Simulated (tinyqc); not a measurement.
# Inductance and parasitic capacitance from two readings

Inverse problem. A loss-free coil L in parallel with C shows the apparent inductance L/(1 - w^2 L C), w = 2 pi f. Find L, C and the self-resonance 1/(2 pi sqrt(L C)).

apparent inductance at 3.8 and 7.1 GHz (nH): 1.1552573  2.2036295

Answer. The inverse of the reading is 1/L - w^2 C, a straight line in w^2.

L = 0.9700 nH
C = 290.0 fF
self-resonance = 9.489 GHz

Numbers from tinyqc (`OMP_NUM_THREADS=1 python tinyqc.py 2302042 2302043 out.jsonl`; about 0.01 s on one thread of a shared Intel Xeon 2.30GHz).
